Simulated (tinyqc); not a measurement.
Polar nitride quantum well with polarisation fields: sweeps and comparisons. A value that a table varies takes the place of the one given here.

Growth along [0001]. e_par = (a_sub - a)/a, Ppz = 2 e_par (e31 - e33 C13/C33), P = Psp + Ppz in each layer; strain relaxation and the strain shift of the gaps are left out, although thick layers with more than about 1 % mismatch would relax.

In a periodic stack without free charge the potential drop over a period vanishes: F_w = (P_b - P_w) Lb/(eps0 (eps_w Lb + eps_b Lw)), F_b = -F_w Lw/Lb, eps0 = 8.8541878e-12 F/m; 1 MV/cm = 1e8 V/m = 0.01 V/angstrom.

Envelope functions on cells of 0.25 angstrom over barrier, well, barrier (widths Lb, Lw, Lb), psi = 0 beyond, psi'/m continuous (mean mass between points), c = hbar^2/2m0. With u(z) the integral of e F (F_w in the well, F_b = -F_w Lw/Lb in the barriers, 1 MV/cm = 0.01 V/angstrom), zero at the centre of the well, the electron sees u plus Vc in the barriers and the hole -u plus Vv. The transition is Eg + E_e + E_h; excitons are left out.

Constants: hbar^2/2m0 = 3.80998211 eV angstrom^2; hc = 1239.841984 eV nm.

Inputs chosen for the exercise (near those of an InGaN well in GaN; shifted at random, so the results belong to these values and not to a real crystal):
```
symbol  value                     unit      meaning
a_w     3.235                     angstrom  lattice constant a, well
a_b     3.189                     angstrom  lattice constant a, barrier
a_sub   3.189                     angstrom  in-plane lattice constant of the stack
Psp_w   -0.03                     C/m^2     spontaneous polarisation
Psp_b   -0.0332                   C/m^2     spontaneous polarisation
e31_w   -0.341                    C/m^2
e31_b   -0.333                    C/m^2
e33_w   0.657                     C/m^2
e33_b   0.648                     C/m^2
C_w     0.272                               C13/C33
C_b     0.267                               C13/C33
eps_w   10.8                                dielectric constant
eps_b   10.3                                dielectric constant
Lb      80                        angstrom  barrier width
Eg      2.924                     eV        gap of the well
Vc      0.351                     eV        conduction offset
Vv      0.165                     eV        valence offset
me      0.183                     m0        electron, well
meb     0.2                       m0        electron, barrier
mh      1.41                      m0        hole, everywhere
Ls      (10, 14, 20, 28, 38, 50)  angstrom  well widths
Lw      32                        angstrom  well width
```

## Width of the well

Field, levels and overlap anew for each width.

Results:
```
Lw (angstrom),F_w (MV/cm),E (eV),E without field (eV),overlap^2,ln overlap^2
10,-1.680,3.2205,3.2484,0.664,-0.41
14,-1.611,3.1329,3.1778,0.600,-0.51
20,-1.518,3.0265,3.1049,0.422,-0.86
28,-1.410,2.9142,3.0464,0.196,-1.63
38,-1.294,2.8005,3.0055,0.0523,-2.95
50,-1.178,2.6873,2.9785,0.00705,-4.96
```

The red shift grows from 28 to 291 meV. The line drops below Eg between 20 and 28 angstrom, which a square well can never do. Over the last two rows dE/dLw = -9.4 meV per angstrom, against -|e F_w| = -11.8 in the last row; the field itself weakens by 30 % over the table, since a wider well shares the drop with the barrier. The overlap falls by a factor 94.2.

## Screening the field

F_w = -1.3610 MV/cm

Carriers or a semipolar orientation reduce the field; here it is simply scaled in well and barrier.

Results:
```
share of the field,F_w (MV/cm),E (eV),nm,overlap^2,separation (angstrom)
1.0,-1.361,2.8660,432.6,0.12,20.3
0.8,-1.089,2.9137,425.5,0.20,18.2
0.6,-0.817,2.9562,419.4,0.32,15.6
0.4,-0.544,2.9916,414.4,0.51,12.2
0.2,-0.272,3.0171,410.9,0.78,7.3
0.0,0.000,3.0270,409.6,0.96,0.0
```

Full screening shifts the line by -23.0 nm (+161 meV). The first fifth of the screening gives 48 meV and the last fifth 10 meV; a purely quadratic shift would give a ratio of 9, a linear one 1, and here it is 4.8.

## What each parameter does

Polarisation, field, levels and overlap anew. Each row changes one parameter from the base and keeps the others.

Results:
```
case,F_w (MV/cm),E (eV),overlap^2,red shift (meV)
base,-1.361,2.8660,0.12,161
Lw = 28 angstrom,-1.410,2.9142,0.20,132
Lb = 65 angstrom,-1.279,2.8823,0.14,145
a_sub = 3.179 angstrom,-1.364,2.8655,0.12,162
Psp_b = -0.0365 C/m^2,-1.611,2.8186,0.078,208
e33_w = 0.723 C/m^2,-1.400,2.8589,0.11,168
eps_w = 11.9,-1.268,2.8829,0.14,144
mh = 0.99 m0,-1.361,2.8775,0.15,155
Vc = 0.298 eV,-1.361,2.8556,0.11,166
```

The largest shifts from the base row, up to three for each result and ties (the steps differ in size, so this ranks the rows, not the parameters). F_w (MV/cm): Psp_b -0.250, eps_w +0.093, Lb +0.082; unchanged at the printed digits by mh and Vc. E (eV): Lw +0.0482, Psp_b -0.0474, eps_w +0.0169. overlap^2: Lw +0.0754, Psp_b -0.0428, mh +0.0246; unchanged at the printed digits by a_sub. red shift (meV): Psp_b +47, Lw -29, eps_w -17.

Run: tinyqc, `OMP_NUM_THREADS=1 python tinyqc.py 1251741 1251742 out.jsonl`; Intel(R) Xeon(R) Processor @ 2.30GHz, one thread, shared host; about 0.1 s of CPU time with all checks.
